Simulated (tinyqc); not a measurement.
Band folding and unfolding in a supercell of a chain: one step. Levels and unfolding weights. Five cases, with inputs chosen for the exercise.

Problem. Diagonalise and project each state on the k_m.

A chain with hopping -t and n = 4 sites a supercell. H(K) has v_j on the diagonal, -t between neighbours and -t exp(2 pi i K) on the bond that closes the cell (from the last site to the first of the next cell). The point K holds the n wave vectors k_m = (K + m)/n of the primitive zone, in 2 pi/a, m = 0 to n - 1, with E0 = -2t cos(2 pi k_m). The unfolding weight of a state c on k_m is |sum_j c_j exp(-2 pi i k_m j)|^2/n, j = 0 to n - 1.

Give: levels; weights.

Case 1.

Values chosen: Kq = 0.33 2 pi/(n a) (wave vector in the small zone).

H (eV):
```
,1,2,3,4
1,1.170000,-0.780000,0,0.375768+0.683519i
2,-0.780000,0,-0.780000,0
3,0,-0.780000,0,-0.780000
4,0.375768-0.683519i,0,-0.780000,0
```

Solution.

levels (eV): -1.2043  -0.4941  0.9719  1.8966

weights:
```
,level 1,level 2,level 3,level 4
m=0,0.884,0.089,0.006,0.021
m=1,0.005,0.041,0.775,0.178
m=2,0.003,0.019,0.209,0.769
m=3,0.108,0.850,0.010,0.032
```

The purest state keeps 88.4 % on one k and the most mixed (level 4) 76.9 %; rows and columns each add to one.

Case 2.

Values chosen: Kq = 0.09 2 pi/(n a) (wave vector in the small zone).

H (eV):
```
,1,2,3,4
1,0.174000,-0.670000,0,-0.565700+0.359004i
2,-0.670000,0,-0.670000,0
3,0,-0.670000,-0.174000,-0.670000
4,-0.565700-0.359004i,0,-0.670000,0
```

Solution.

levels (eV): -1.3382  -0.1872  0.1872  1.3382

weights:
```
,level 1,level 2,level 3,level 4
m=0,0.991,0.006,0.003,0.000
m=1,0.003,0.000,0.991,0.006
m=2,0.000,0.003,0.006,0.991
m=3,0.006,0.991,0.000,0.003
```

Every state keeps 99.1 % on one k; rows and columns each add to one.

Case 3.

Values chosen: Kq = 0.14 2 pi/(n a) (wave vector in the small zone).

H (eV):
```
,1,2,3,4
1,1.530000,-1.660000,0,-1.058124+1.279052i
2,-1.660000,0,-1.660000,0
3,0,-1.660000,0,-1.660000
4,-1.058124-1.279052i,0,-1.660000,0
```

Solution.

levels (eV): -2.9540  -0.4299  1.1528  3.7611

weights:
```
,level 1,level 2,level 3,level 4
m=0,0.976,0.010,0.009,0.005
m=1,0.006,0.060,0.906,0.028
m=2,0.002,0.006,0.038,0.954
m=3,0.016,0.924,0.047,0.013
```

The purest state keeps 97.6 % on one k and the most mixed (level 3) 90.6 %; rows and columns each add to one.

Case 4.

Values chosen: Kq = 0.26 2 pi/(n a) (wave vector in the small zone).

H (eV):
```
,1,2,3,4
1,0.090000,-0.830000,0,0.052116+0.828362i
2,-0.830000,-0.090000,-0.830000,0
3,0,-0.830000,-0.090000,-0.830000
4,0.052116-0.828362i,0,-0.830000,-0.090000
```

Solution.

levels (eV): -1.5722  -0.7046  0.6142  1.4826

weights:
```
,level 1,level 2,level 3,level 4
m=0,0.997,0.002,0.000,0.000
m=1,0.000,0.001,0.996,0.003
m=2,0.000,0.000,0.003,0.996
m=3,0.003,0.996,0.001,0.000
```

The purest state keeps 99.7 % on one k and the most mixed (level 2 and 3) 99.6 %; rows and columns each add to one.

Case 5.

Values chosen: Kq = 0.36 2 pi/(n a) (wave vector in the small zone).

H (eV):
```
,1,2,3,4
1,0.880000,-1.750000,0,1.115492+1.348398i
2,-1.750000,0,-1.750000,0
3,0,-1.750000,0,-1.750000
4,1.115492-1.348398i,0,-1.750000,0
```

Solution.

levels (eV): -2.7893  -1.6421  2.0670  3.2443

weights:
```
,level 1,level 2,level 3,level 4
m=0,0.966,0.030,0.001,0.002
m=1,0.001,0.004,0.952,0.042
m=2,0.001,0.002,0.044,0.952
m=3,0.032,0.963,0.002,0.003
```

The purest state keeps 96.6 % on one k and the most mixed (level 3 and 4) 95.2 %; rows and columns each add to one.

Computed by tinyqc, one run a case: `OMP_NUM_THREADS=1 python tinyqc.py N N+1 out.jsonl` with N = 1451208, 1451453, 1452028, 1452174, 1452185; one thread of a shared Intel(R) Xeon(R) Processor @ 2.30GHz, about 0.01 s a run at most.
